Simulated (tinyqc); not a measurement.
Tail length against growth temperature: equilibrium and kinetic segregation of a solute to boundaries and growing surfaces. Computed by tinyqc, a small Python program. Command: `OMP_NUM_THREADS=1 python tinyqc.py 3019633 3019634 out.jsonl segreg walk`. One thread of a shared host (Intel(R) Xeon(R) Processor @ 2.30GHz), about 0.01 s of CPU time with the checks.

Inputs (values chosen for the exercise, for a model alloy): exchange barrier E_b = 1.47 eV; surface segregation energy E_s = 0.28 eV; growth rate = 0.38 monolayers/s.

Constants: k_B = 8.617333262e-05 eV/K.

Method. Two-state exchange during growth, dilute: jump up r_u = nu exp(-E_b/(k_B T_g)), jump back r_d = r_u exp(-E_s/(k_B T_g)), nu = 1e13 1/s. In the time 1/R of one monolayer the share carried up is p = [r_u/(r_u + r_d)] [1 - exp(-(r_u + r_d)/R)]; the tail decays as p^n, length -1/ln p monolayers; the equilibrium limit has p = r_u/(r_u + r_d).

Exchange model:
```
T_g (K)       r_u/R        p  length (monolayers)  equilibrium limit
475      6.6593e-03  0.00664           1.9940e-01             935.51
508      6.8645e-02  0.06634           3.6860e-01             600.06
535      3.7377e-01  0.31174           8.5793e-01             434.65
563      1.8251e+00  0.83711           5.6243e+00             321.47
585      5.7037e+00  0.99290           1.4026e+02             258.85
607      1.6412e+01  0.99529           2.1174e+02             211.74
640      6.9900e+01  0.99380           1.6079e+02             160.79
690      4.8228e+02  0.99107           1.1145e+02             111.45
773      6.8574e+03  0.98528           6.7415e+01              67.42
```

What does the comparison show, and why?

The length peaks among these rows at 607 K with 212 monolayers. Below, exchange freezes (r_u/R = 0.0067 in the first row); above, the length follows the equilibrium limit, about exp(E_s/(k_B T)), down to 67.4.

Extremes, crossings and ranges named in words are read from the listed rows.
